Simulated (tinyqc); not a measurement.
From results back to parameters: configuration-coordinate model of carrier capture at a defect. Three cases, with inputs chosen for the exercise.

Problem. For two parabolas of equal curvature the ionisation peak lies at ET + ER, the emission barrier is (ER + ET)^2/(4 ER), and the standard deviation of the band at T = 0 is sqrt(ER hw). The values come from hidden ET, ER and hw.

Find: ET, ER, hw; capture barrier.

Method. ER is the squared peak energy over four times the emission barrier; ET is the rest, hw = variance/ER, and the capture barrier is the emission barrier less ET.

Case 1.

ionisation peak = 1.5300 eV
emission barrier = 0.629274 eV
standard deviation at T = 0 = 0.219909 eV

Solution.

ET, ER, hw (eV): 0.600  0.930  0.052

capture barrier = 0.029 eV

Case 2.

ionisation peak = 1.1300 eV
emission barrier = 0.329098 eV
standard deviation at T = 0 = 0.112294 eV

Solution.

ET, ER, hw (eV): 0.160  0.970  0.013

capture barrier = 0.169 eV

Case 3.

ionisation peak = 1.1000 eV
emission barrier = 1.779412 eV
standard deviation at T = 0 = 0.082462 eV

Solution.

ET, ER, hw (eV): 0.930  0.170  0.040

capture barrier = 0.849 eV

Computed by tinyqc, one run a case: `OMP_NUM_THREADS=1 python tinyqc.py N N+1 out.jsonl` with N = 1481336, 1481361, 1481428; one thread of a shared Intel(R) Xeon(R) Processor @ 2.30GHz, about 0.01 s a run at most.
